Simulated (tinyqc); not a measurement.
From results back to parameters: interband optics of a two-band s-p chain from momentum matrix elements. Three cases, with inputs chosen for the exercise.

Problem. At k = 0 the chain has the gap D0 = Es - Ep_ - 2 (ts + tp), w0 = 4 a^2 V^2, and masses 2c/mc = 2 ts a^2 + 2 w0/D0, 2c/mv = 2 tp a^2 + 2 w0/D0 (c = hbar^2/2m0, mv positive for holes). The oscillator strength there is f0 = w0/(c D0). V, ts and tp are hidden.

Constants: hbar^2/2m0 = 3.80998211 eV angstrom^2.

Find: V; ts; tp.

Method. w0 = f0 c D0 gives V; 1/mc - f0 = ts a^2/c and 1/mv - f0 = tp a^2/c.

Case 1.

Values chosen: a = 4.15 angstrom (period).
D0 = 3.8200 eV
f0 = 1.23115

mc, mv (m0): 0.265777  0.407889

Solution.

V = 0.51 eV
ts = 0.56 eV
tp = 0.27 eV

Case 2.

Values chosen: a = 3.86 angstrom (period).
D0 = 3.7300 eV
f0 = 8.81737

mc, mv (m0): 0.103749  0.087732

Solution.

V = 1.45 eV
ts = 0.21 eV
tp = 0.66 eV

Case 3.

Values chosen: a = 2.97 angstrom (period).
D0 = 3.0000 eV
f0 = 6.22451

mc, mv (m0): 0.131744  0.127844

Solution.

V = 1.42 eV
ts = 0.59 eV
tp = 0.69 eV

Computed by tinyqc, one run a case: `OMP_NUM_THREADS=1 python tinyqc.py N N+1 out.jsonl` with N = 1682639, 1682651, 1682672; one thread of a shared Intel(R) Xeon(R) Processor @ 2.30GHz, about 0.01 s a run at most.
